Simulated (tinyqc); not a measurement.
Charge control and current of a heterostructure field-effect transistor: one step, computed by the program tinyqc.

Two subbands in a triangular well; E_F is counted from the conduction band edge of the channel at the interface.

Problem. Threshold and barrier capacitance. Threshold V_T = phi_B - dE_c - e N_d (d - spacer)/(eps eps_0) (in volts); C_b = eps eps_0/d.

Inputs (values chosen for the exercise, modelled on AlGaAs/GaAs): permittivity eps (barrier and channel) = 12.4; barrier thickness d = 36 nm; Schottky barrier phi_B = 0.93 eV; conduction band offset dE_c = 0.21 eV; delta-doping density N_d = 6.9e+12 1/cm^2; spacer between delta layer and channel = 3.6 nm.

Charge source: delta doping. Velocity law: smooth.

Constants: e = 1.602176634e-19 C; eps_0 = 8.8541878128e-12 F/m.

Give: threshold voltage V_T; barrier capacitance C_b.

Solution.

threshold voltage V_T = -2.542 V

barrier capacitance C_b = 0.3050 microfarad/cm^2

The device is normally on.
